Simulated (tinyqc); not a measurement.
# Changing the C44

Model: anisotropic elasticity and sound waves of a cubic crystal. Computed by tinyqc, a small Python program. Command: `OMP_NUM_THREADS=1 python tinyqc.py 3016810 3016811 out.jsonl cubicelastic sweep`. One thread of a shared host (Intel(R) Xeon(R) Processor @ 2.30GHz), about 0.01 s of CPU time with the checks.

Voigt order 1..6 = xx, yy, zz, yz, xz, xy, with engineering shear strains. The rotated frame has x' as named, z' along the wafer normal and y' = z' x x'.

Inputs (values chosen for the exercise, for a model crystal):
```
quantity,value,unit
C11,96.2,GPa
C12,49,GPa
expansion coefficient of the film,9.7,ppm/K
expansion coefficient of the substrate,2.6,ppm/K
cooling Delta T,300,K
```

Frame: (113) wafer, x' along [1-10].

direction cosines a (rows x', y', z' in the cube axes):
```
,x,y,z
x',0.7071068,-0.7071068,0.0000000
y',0.6396021,0.6396021,-0.4264014
z',0.3015113,0.3015113,0.9045340
```

Method:
- S11 = (C11 + C12)/D, S12 = -C12/D, D = (C11 - C12)(C11 + 2 C12), S44 = 1/C44. Zener ratio A = 2 C44/(C11 - C12); S0 = S11 - S12 - S44/2; H = 2 C44 + C12 - C11.
- C'_ijkl = C12 delta_ij delta_kl + C44 (delta_ik delta_jl + delta_il delta_jk) - H sum_m a_im a_jm a_km a_lm.
- Invert C' to S'. E along x' = 1/S'11, along y' = 1/S'22; Poisson ratios nu(x'y') = -S'12/S'11 and nu(x'z') = -S'13/S'11; in-plane shear modulus 1/S'66.
- On cooling, a thick substrate imposes eps_1 = eps_2 = (alpha_film - alpha_substrate) Delta T and eps_6 = 0; the free surface sets sigma_3 = sigma_4 = sigma_5 = 0, which fixes eps_3, eps_4, eps_5. Biaxial modulus M = (sigma_1 + sigma_2)/(2 eps); energy density M eps^2. Elastic response and constant coefficients are assumed.

One run for each value:
```
C44 (GPa),Zener ratio A,E along x' (GPa),E along y' (GPa),biaxial modulus M (GPa),nu(x'y'),nu(x'z')
7.08,0.3000,24.66,21.23,55.24,0.63043,0.24261
9.90,0.4195,32.79,29.09,66.56,0.56851,0.26266
13.90,0.5890,43.04,39.70,78.19,0.49042,0.28794
19.40,0.8220,55.14,53.36,89.19,0.39826,0.31778
27.10,1.1483,69.10,70.87,99.37,0.29202,0.35218
37.90,1.6059,84.43,92.71,108.47,0.17524,0.38999
53.10,2.2500,100.45,119.06,116.49,0.05330,0.42947
74.20,3.1441,116.05,149.11,123.49,-0.06555,0.46795
104.00,4.4068,130.70,182.30,129.90,-0.17705,0.50406
```

Describe and explain the trends.

Over the rows, Zener ratio A rises from 0.300 to 4.41 (exponent d ln y / d ln x about 1.0 throughout); E along x' (GPa) rises from 24.7 to 131 (exponent d ln y / d ln x 0.85 between the first rows and 0.35 between the last); E along y' (GPa) rises from 21.2 to 182 (exponent d ln y / d ln x 0.94 between the first rows and 0.60 between the last); biaxial modulus M (GPa) rises from 55.2 to 130 (exponent d ln y / d ln x 0.56 between the first rows and 0.15 between the last). The crystal is isotropic at C44 = (C11 - C12)/2 = 23.6 GPa.

Caution (rows 27.1, 37.9, 53.1, 74.2, 104): the thermal stress of this film exceeds 200 MPa, which can relax by slip, cracking or buckling in a real film.
